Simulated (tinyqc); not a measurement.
Fermi level and growth conditions: formation energy of a charged point defect from supercell energies. Computed by tinyqc, a small Python program. Command: `OMP_NUM_THREADS=1 python tinyqc.py 3022421 3022422 out.jsonl formation walk`. One thread of a shared host (Intel(R) Xeon(R) Processor @ 2.30GHz), about 0.01 s of CPU time with the checks.

The host is a compound AB. Making the defect adds n_A = -1, n_B = 0, n_X = 1 atoms to the cell. All total energies are inputs. E_F is counted from the valence-band maximum (VBM); x = 0 is A-rich and x = 1 B-rich growth.

Inputs (values chosen for the exercise, with gap and screening modelled on GaN):

| quantity | value | unit |
|---|---|---|
| gap E_g | 3.46 | eV |
| E_VBM of the host cell | 6.468 | eV |
| potential alignment dV | -0.02 | eV |
| dielectric constant eps | 9.13 | - |
| cell length L | 12.5 | angstrom |
| mu_A of the pure element | -3.598 | eV |
| formation enthalpy dH of AB | -0.964 | eV |
| growth condition x | 0.41 | - |
| mu_X of the pure element | -2.017 | eV |
| formation enthalpy of XB | -1.6 | eV |

Defect: impurity X on an A site. Supercell lattice: fcc.

charge states q: 2  1  0  -1  -2

E(defect, q) - E(host), in the order of q (eV): -11.108  -3.206  4.451  12.686  21.501

Constants: e^2/(4 pi eps_0) = 14.39964548 eV angstrom.

Method:
- dmu_A = x dH and dmu_B = (1 - x) dH, so that dmu_A + dmu_B = dH; mu = mu(element) + dmu. The impurity is held at its solubility limit: dmu_X = min(0, dH(XB) - dmu_B).
- The reservoir term is sum n_i mu_i.
- Image-charge correction of a point charge in a neutralising background: E_corr = q^2 alpha e^2/(4 pi eps_0) / (2 eps L), alpha = 2.888282 for a fcc array with L the cube root of the volume.
- E_f(q, E_F) = [E(defect, q) - E(host)] - sum n_i mu_i + q (E_VBM + dV + E_F) + E_corr(q).
- Each entry is the lowest E_f over q.

E_f(q, 0) (eV): (q=+2) 1.57185, (q=+1) 2.47921, (q=0) 3.50600, (q=-1) 5.47521, (q=-2) 8.38885

sum n_i mu_i = 0.945 eV

Lowest formation energy (eV):

| E_F (eV) | stable q | A-rich, x = 0 | x = 0.5 | B-rich, x = 1 |
|---|---|---|---|---|
| 0.000 | +2 | 1.5719 | 1.5719 | 1.5719 |
| 0.432 | +2 | 2.4359 | 2.4359 | 2.4359 |
| 0.865 | +2 | 3.3019 | 3.3019 | 3.3019 |
| 1.297 | 0 | 3.5060 | 3.5060 | 3.5060 |
| 1.730 | 0 | 3.5060 | 3.5060 | 3.5060 |
| 2.162 | -1 | 3.3132 | 3.3132 | 3.3132 |
| 2.595 | -1 | 2.8802 | 2.8802 | 2.8802 |
| 3.028 | -2 | 2.3329 | 2.3329 | 2.3329 |
| 3.460 | -2 | 1.4689 | 1.4689 | 1.4689 |

The lines end where they began between A-rich and B-rich growth, because the cap on mu_X moves with the host potential. The slope of the envelope is the stable charge, so E_f is highest in the rows from E_F = 1.30 to 1.73 eV, where the neutral state is stable, and it falls on both sides: the defect is amphoteric and compensates either doping.

Extremes, crossings and ranges named in words are read from the listed rows.
